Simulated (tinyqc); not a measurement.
## Electron continuity equation in a given potential, Scharfetter-Gummel discretisation: three discretisations compared

Steady state in one dimension: J = q mu n E + q D dn/dx with E = -dpsi/dx and D = mu Vt, dJ/dx = 0, fixed densities nL and nR at the ends. The potential is given, psi = 0 for x < L/2 and U (2 x/L - 1) beyond, and is not changed by the electrons.

9 equal intervals. Fluxes J_i = (q D/h)(n_(i+1) P_i - n_i Q_i), d_i = (psi_(i+1) - psi_i)/Vt: Scharfetter-Gummel P = B(d), Q = B(-d), B(d) = d/(exp(d) - 1); central P = 1 - d/2, Q = 1 + d/2; upwind P = 1 + max(-d, 0), Q = 1 + max(d, 0). Balance at each inner node: J_i - J_(i-1) = 0. The reference is Scharfetter-Gummel on 1800 intervals.

Parameters, values chosen for the exercise; mobility close to that of cadmium telluride at room temperature: temperature T = 325 K; electron mobility mu = 992 cm^2/(V s); length of the region L = 13 um; density at x = 0 nL = 2e14 cm^-3; density at x = L nR = 0 cm^-3; potential difference psi(L) - psi(0) U = -0.33 V.

Constants: q = 1.602176634e-19 C, kB = 1.380649e-23 J/K, Vt = kB T/q. Results are converted to the units shown.

Densities (cm^-3):
```
node  Scharfetter-Gummel    central    upwind  reference
0               2.000e14   2.000e14  2.000e14   2.000e14
1               2.000e14   2.000e14  1.987e14   2.000e14
2               2.000e14   1.999e14  1.974e14   2.000e14
3               2.000e14   1.999e14  1.961e14   2.000e14
4               2.000e14   1.999e14  1.948e14   2.000e14
5               5.400e13   4.170e13  8.382e13   5.400e13
6               3.936e12  -5.599e12  2.281e13   3.936e12
7               2.856e11   7.345e11  5.948e12   2.856e11
8               1.941e10  -1.136e11  1.288e12   1.941e10
9                      0          0         0          0
```

Largest errors as a share of the largest reference density listed: Scharfetter-Gummel 2.9e-4 %, central 6.2 %, upwind 15 %. The largest |d| is 2.62. Central differences give 2 negative value(s), since P or Q changes sign once |d| exceeds 2. Upwinding stays positive but acts as if D were larger by the factor 1 + |d|/2, up to 2.31 here.

Numbers from tinyqc (`OMP_NUM_THREADS=1 python tinyqc.py 2220129 2220130 out.jsonl`; about 0.01 s on one thread of a shared Intel Xeon 2.30GHz).
